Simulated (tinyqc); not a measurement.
From results back to parameters: periodic multilayer mirror for extreme ultraviolet light. Three cases, with inputs chosen for the exercise.

Problem. With a mean index 1 - dm the Bragg wavelength is lam_B = 2 L sqrt((1 - dm)^2 - sin^2 theta). It is given at 0 degrees and at th2; L and dm are hidden. Then the absorber share is Gm = (dm - delta_S)/(delta_A - delta_S), with the first entries of dS and dA; L is the period.

Find: L; dm; Gm.

Method. The difference of the squares is 4 L^2 sin^2(th2); then 1 - dm = lam_B(0)/(2 L).

Case 1.

Values chosen (out of a larger set: optical constants near those of Mo and Si at 13.5 nm; not measured data): th2 = 10 degrees (second angle); dA = (0.0759, 0.00608) (delta and beta of the absorber, N = 1 - delta + i beta); dS = (0.001, 0.00194) (delta and beta of the spacer and the substrate).

lam_B at 0 = 13.363844 nm
lam_B at th2 = 13.147870 nm

Solution.

L = 6.890 nm
dm = 0.0302
Gm = 0.39

Case 2.

Values chosen (out of a larger set: optical constants near those of Mo and Si at 13.5 nm; not measured data): th2 = 10 degrees (second angle); dA = (0.0741, 0.0067) (delta and beta of the absorber, N = 1 - delta + i beta); dS = (0.001, 0.00176) (delta and beta of the spacer and the substrate).

lam_B at 0 = 13.631448 nm
lam_B at th2 = 13.409120 nm

Solution.

L = 7.060 nm
dm = 0.0346
Gm = 0.46

Case 3.

Values chosen (out of a larger set: optical constants near those of Mo and Si at 13.5 nm; not measured data): th2 = 20 degrees (second angle); dA = (0.0749, 0.00599) (delta and beta of the absorber, N = 1 - delta + i beta); dS = (0.0008, 0.00181) (delta and beta of the spacer and the substrate).

lam_B at 0 = 13.470800 nm
lam_B at th2 = 12.591061 nm

Solution.

L = 7.000 nm
dm = 0.0378
Gm = 0.50

Computed by tinyqc, one run a case: `OMP_NUM_THREADS=1 python tinyqc.py N N+1 out.jsonl` with N = 1652689, 1652716, 1652767; one thread of a shared Intel(R) Xeon(R) Processor @ 2.30GHz, about 0.01 s a run at most.
